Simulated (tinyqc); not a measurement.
## Capacitances against the relative permittivity between the lines

Endless row of lines of width wl, height tl and space sl between grounded planes at distance hd; e2 fills the gaps beside the lines, e1 the rest. Laplace's equation is solved on meshes of 3, 6 and 12 steps per unit u and extrapolated (Aitken), which is good to about 0.2 %. C_even (all lines at 1 V) is the capacitance Cg to the planes; C_odd (neighbours in antiphase) = Cg + 4 Cc if only nearest neighbours couple, which defines Cc; total with quiet neighbours Cg + 2 Cc. Plate values 2 eps0 e1 wl/hd and eps0 e2 tl/sl.

Inputs (values chosen for the exercise):
```
symbol  value  unit                                          meaning
e1        4.2        relative permittivity above and below the lines
wl          6     u                           line width, in units u
tl         10     u                                      line height
sl          8     u                              space between lines
hd          6     u                           distance to each plane
```

Constants: eps0 = 8.8541878128e-12 F/m. Results are converted to the units shown.

The same in every row: plate Cg (aF/um) = 74.4.

Capacitances against the relative permittivity between the lines:
```
e2,Cg (aF/um),Cc (aF/um),Cg + 2 Cc (aF/um),C_odd (aF/um),plate Cc (aF/um),"share of coupling, 2 Cc/(Cg + 2 Cc) (%)"
1,139,15.3,169,200,11.1,18.0
1.5,142,20.3,183,224,16.6,22.2
2,145,25.4,196,247,22.1,25.9
2.5,148,30.5,209,270,27.7,29.3
3,150,35.8,221,293,33.2,32.3
3.9,153,45.3,243,334,43.2,37.2
5,155,57.0,269,383,55.3,42.3
7,159,78.6,316,473,77.5,49.8
```

Read the table: what changes, and by how much?

As e2 goes from 1 to 7, Cg rises from 139 to 159 aF/um, Cc rises from 15.3 to 78.6 aF/um and the share of coupling rises from 18.0 to 49.8 %. Cg is 1.87 times its plate value in the first row and 2.13 times in the last; for Cc the ratios are 1.38 and 1.01. Neighbours in antiphase raise the load by a factor of 1.18 and 1.50 over quiet ones.

tinyqc, about 1 s, one thread, Intel Xeon 2.30GHz (shared host): `OMP_NUM_THREADS=1 python tinyqc.py 2790195 2790196 out.jsonl`
